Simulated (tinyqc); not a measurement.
The basis set: RHF and MP2 along a ladder of basis sets, for BeH2, spin multiplicity 1. Computed by the program tinyqc with PySCF. Same geometry throughout; the dipole is taken about the origin.

Geometry (angstrom):
```
atom       x        y       z
Be    0.0000   0.0000  0.0000
H     0.0000   1.2360  0.1180
H     0.0000  -1.2410  0.1190
```

RHF and frozen-core MP2 in a ladder of bases:
```
basis    functions  E(RHF) (hartree)  E(MP2 corr) (hartree)  HOMO (eV)  LUMO (eV)  dipole (debye)
sto-3g           7         -15.55825               -0.02114    -11.919      5.592           0.441
3-21g           13         -15.66655               -0.02761    -12.484      2.248           0.434
6-31g           13         -15.75276               -0.02776    -12.459      2.463           0.414
cc-pvdz         24         -15.76025               -0.05110    -12.438      1.921           0.453
cc-pvtz         58         -15.76526               -0.06107    -12.504      1.626           0.474
```

Estimate the missing row, basis = 6-31g**.

Computed row:
```
basis    functions  E(RHF) (hartree)  E(MP2 corr) (hartree)  HOMO (eV)  LUMO (eV)  dipole (debye)
6-31g**         24         -15.76025               -0.04939    -12.396      2.499           0.437
```

From cc-pVDZ to cc-pVTZ the RHF energy falls by 5.0 mhartree and the correlation energy by 10.0. If valence correlation converges as X^-3, (27 E(T) - 8 E(D))/19 gives -0.0653 hartree, a rough estimate from such small X that usually falls short; STO-3G holds about 32 % of it. Beyond STO-3G the LUMO moves by 0.9 eV and the HOMO by 0.1 eV.
